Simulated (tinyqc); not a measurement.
Polytypes and stacking faults of a tetrahedral semiconductor in an axial Ising model with couplings up to third neighbours: one step, computed by the program tinyqc. Command: `OMP_NUM_THREADS=1 python tinyqc.py 3003141 3003142 out.jsonl polytype walk`. One thread of a shared host (Intel(R) Xeon(R) Processor @ 2.30GHz), about 0.01 s of CPU time with the checks.

Each double layer has s = +1 or -1 for the sense of its stacking step; E per pair of atoms = E0 - sum_n J_n <s_i s_(i+n)>, n = 1, 2, 3. Hexagonality h = (1 - <s_i s_(i+1)>)/2.

Problem. Splitting of a basal screw dislocation. Screw line, bounded by the single Shockley (42) fault of energy gamma: b = a, partials b_p = a/sqrt 3; d = G b_p^2 (2 - 3 nu)/(8 pi gamma (1 - nu)). One partial is driven off by the shear stress gamma/b_p along its Burgers vector.

Inputs (values chosen for the exercise, of the order of those of SiC for J, a, G and the gaps): basal lattice constant a = 3.08 angstrom; shear modulus G = 184 GPa; Poisson ratio nu = 0.21.

Host polytype: 6H.

energy of the glide fault, single Shockley (42) = 2.028204 mJ/m^2

Give: splitting width d; stress to open the fault.

Solution.

splitting width d = 197.9 nm

stress to open the fault = 11.41 MPa
